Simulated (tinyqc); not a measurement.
Comparisons within one model: pair of shallow donors (hydrogen-like orbitals). A value that a table varies takes the place of the one given here.

Each donor has the orbital exp(-r/a); energy unit Ha* = q/(eps a), q = e^2/(4 pi eps0), so that a lone donor is bound by Ha*/2; x = R/a. One electron: S = (1 + x + x^2/3) exp(-x), j = 1/x - (1 + 1/x) exp(-2x), k = (1 + x) exp(-x); levels E(+/-) = -1/2 - (j +/- k)/(1 +/- S) in Ha*, without the repulsion of the ions, split by D = |E(-) - E(+)|. In six valleys the overlaps S and k are multiplied by v = [cos(K Rx) + cos(K Ry) + cos(K Rz)]/3, K = k0 (2 pi/a_lat), for isotropic envelopes and the symmetric valley state.

Two electrons, Heitler-London: with S' = (1 - x + x^2/3) exp(x), C = 1/x - exp(-2x)(1/x + 11/8 + 3x/4 + x^2/6), X = (1/5){exp(-2x)(25/8 - 23x/4 - 3x^2 - x^3/3) + (6/x)[S^2 (0.5772157 + ln x) + S'^2 Ei(-4x) - 2 S S' Ei(-2x)]}, Q = C - 2j + 1/x and A = X - 2 S k + S^2/x, the singlet and triplet lie at (Q +/- w A)/(1 +/- w S^2) from two lone donors, with the valley weight w = v^2; the exchange is J = triplet - singlet.

Constants: e^2/(4 pi eps0) = 14.39964547 eV angstrom.

Inputs chosen for the exercise (near those of two donors in Si; not measured data): a = 16 angstrom (orbital radius); eps = 11.5 (dielectric constant); a_lat = 5.431 angstrom (lattice constant); k0 = 0.855 2 pi/a_lat (valley position); sites = ((9.5, 9.5, 0), (10, 10, 0), (10.5, 10.5, 0), (11, 11, 0), (11.5, 11.5, 0), (12, 12, 0), (12.5, 12.5, 0), (13, 13, 0), (13.5, 13.5, 0), (14, 14, 0)) a_lat (positions of the second donor); Ns = (0.054, 0.13, 0.32, 0.81, 1.9, 4, 8.1) x 1e18/cm^3 (donor densities); n = (20.5, 0.5, 0) a_lat (separation vector).

## Lattice sites along [110]

D and J for each site, and for v = 1.

Results:
```
site             R (angstrom)       v  D (meV)  J (micro-eV)  J for v = 1
(9.5, 9.5, 0)            73.0   0.812     3.79           451          684
(10, 10, 0)              76.8  -0.301     1.16          42.9          474
(10.5, 10.5, 0)          80.6   0.993     3.21           322          327
(11, 11, 0)              84.5  -0.218    0.579          10.7          224
(11.5, 11.5, 0)          88.3   0.664     1.46          67.4          153
(12, 12, 0)              92.2   0.291    0.527          8.84          104
(12.5, 12.5, 0)          96.0   0.078    0.116         0.431         70.5
(13, 13, 0)              99.8   0.833     1.02          33.0         47.6
(13.5, 13.5, 0)         103.7  -0.310    0.310          3.07         32.0
(14, 14, 0)             107.5   0.988    0.809          21.0         21.5
```

What can be read from the table?

Over these sites the envelope alone changes J by a factor 31.9, and the valley factor v^2 by 161; J runs from 0.431 at (12.5, 12.5, 0) to 451 micro-eV at (9.5, 9.5, 0). Along [110] only two valleys keep their phase, so v = (1 + 2 cos)/3 can pass through zero. J does not fall steadily with distance.

## From lone donors to an impurity band (impurity band of shallow donors (Hubbard estimate))

Donors on a simple cubic lattice of spacing R = N^(-1/3) (1/angstrom^3 = 1e24/cm^3), Ha* = q/(eps a), q = e^2/(4 pi eps0), x = R/a. Hopping t = Ha* (1 + x) exp(-x), band width B = 12 t, on-site repulsion U = (5/8) Ha*; the gap closes near B/U = 1.15. Valley factors and disorder are left out.

Results:
```
N (1e18/cm^3)  R (angstrom)  N^(1/3) a   t (meV)  B (meV)       B/U
0.054                 264.6      0.060  9.04e-05  0.00108  2.22e-05
0.13                  197.4      0.081   0.00458   0.0549   0.00112
0.32                  146.2      0.109    0.0853     1.02    0.0209
0.81                  107.3      0.149     0.739     8.86     0.181
1.9                    80.7      0.198      3.04     36.5     0.747
4.0                    63.0      0.254      7.54     90.4      1.85
8.1                    49.8      0.321      14.3      172      3.51
```

How do the results move?

B/U passes 1.15 between 1.9 and 4 x 1e18/cm^3; the root is x = 4.52, N^(1/3) a = 0.221, N = 2.6 x 1e18/cm^3, below the 4.3 that the empirical rule N^(1/3) a = 0.26 gives; the estimate is rough, since random positions, the overlap of the orbitals and screening are left out. While N grows by 150 times, t grows by 1.58e+05 times.

## What each parameter does

x, D = |E(-) - E(+)| and J. Each row changes one parameter from the base and keeps the others.

Results:
```
case                          x  D (meV)  J (micro-eV)
base                      6.961   0.1965          1.24
a = 14.4 angstrom         7.734   0.1126         0.372
eps = 12.7                6.961   0.1780          1.13
k0 = 0.835 2 pi/a_lat     6.961   0.1938          1.21
n = (21.5, 0.5, 0) a_lat  7.300   0.1063         0.365
```

How do the results move?

The largest shifts from the base row, up to three for each result and ties (the steps differ in size, so this ranks the rows, not the parameters). x: a +0.773, n +0.339; unchanged at the printed digits by eps and k0. D (meV): n -0.0902, a -0.0839, eps -0.0186. J (micro-eV): n -0.878, a -0.872, eps -0.118.

tinyqc: `OMP_NUM_THREADS=1 python tinyqc.py 1251656 1251657 out.jsonl`; about 0.01 s, one thread, shared Intel(R) Xeon(R) Processor @ 2.30GHz.
